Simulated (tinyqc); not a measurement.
Schottky diode by thermionic emission with image-force lowering and series resistance: one step of the calculation.

Metal on an n-type semiconductor with one parabolic valley; V > 0 is forward bias (metal positive). I = I0 [exp(Vj/(n Vt)) - 1] with Vj = V - I Rs; I0 = S A* T^2 exp(-(phi - dphi)/Vt), the lowering dphi taken at zero bias.

Problem. Saturation current. A* = 4 pi q me m0 kB^2/h^3 (times 1e-4 for A/(cm^2 K^2)); Nc = 2 (2 pi me m0 kB T/h^2)^1.5 (times 1e-6 for cm^-3); xi = Vt ln(Nc/Nd), Vbi = phi - xi; surface field Em = sqrt(2 q Nd (Vbi - V - Vt)/(eps0 eps_r)); dphi = sqrt(q Em/(4 pi eps0 eps_r)). Here V = 0 in Em.

Parameters, values chosen for the exercise; band and dielectric values close to those of gallium nitride:

| symbol | value | unit | meaning |
|---|---|---|---|
| T | 250 | K | temperature |
| me | 0.197 | m0 | electron mass |
| eps_r | 9.43 |  | relative permittivity |
| phi | 0.51 | eV | barrier height seen from the metal |
| Nd | 3.7e16 | cm^-3 | donor density |
| S | 0.0033 | cm^2 | area |

Constants: q = 1.602176634e-19 C, kB = 1.380649e-23 J/K, h = 6.62607015e-34 J s, m0 = 9.1093837015e-31 kg, Vt = kB T/q, eps0 = 8.8541878128e-14 F/cm where lengths are in cm. Results are converted to the units shown.

Wanted: A*; Nc; Vbi; Em; dphi; I0.

Solution.

A* = 23.674 A/(cm^2 K^2)
Nc = 1.6692e18 cm^-3
Vbi = 0.42794 V
Em = 75.965 kV/cm
dphi = 34.059 meV
I0 = 1.2420e-6 A

The lowering raises I0 by a factor of 4.86.

tinyqc, about 0.01 s, one thread, Intel Xeon 2.30GHz (shared host): `OMP_NUM_THREADS=1 python tinyqc.py 2640141 2640142 out.jsonl`
